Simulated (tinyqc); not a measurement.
From results back to parameters: Lorentz oscillators and the Kramers-Kronig relations. Four cases, with inputs chosen for the exercise.

Problem. Below the gap a single undamped oscillator gives n^2 - 1 = Eo Ed/(Eo^2 - E^2) (Wemple-DiDomenico). Two refractive indices were computed from hidden Eo and Ed.

Case 1.

Values chosen: Ea = 1.13 eV; Eb = 2.49 eV.
n(Ea) = 1.963941
n(Eb) = 2.033821

Case 2.

Values chosen: Ea = 0.85 eV; Eb = 2.35 eV.
n(Ea) = 2.109941
n(Eb) = 2.331340

Case 3.

Values chosen: Ea = 1.16 eV; Eb = 2.17 eV.
n(Ea) = 1.644828
n(Eb) = 1.685237

Case 4.

Values chosen: Ea = 0.82 eV; Eb = 2.37 eV.
n(Ea) = 2.145859
n(Eb) = 2.689994

Find: Eo; Ed; n at E = 0.
Solution. 1/(n^2 - 1) = Eo/Ed - E^2/(Eo Ed) is a straight line in E^2: slope -1/(Eo Ed), intercept Eo/Ed.

Case 1.

Eo = 7.52 eV
Ed = 21.0 eV
n at E = 0 = 1.947

Case 2.

Eo = 4.73 eV
Ed = 15.8 eV
n at E = 0 = 2.083

Case 3.

Eo = 6.88 eV
Ed = 11.4 eV
n at E = 0 = 1.630

Case 4.

Eo = 3.52 eV
Ed = 12.0 eV
n at E = 0 = 2.100

Computed by tinyqc, one run a case: `OMP_NUM_THREADS=1 python tinyqc.py N N+1 out.jsonl` with N = 1680117, 1680139, 1680141, 1680268; one thread of a shared Intel(R) Xeon(R) Processor @ 2.30GHz, about 0.2 s a run at most.
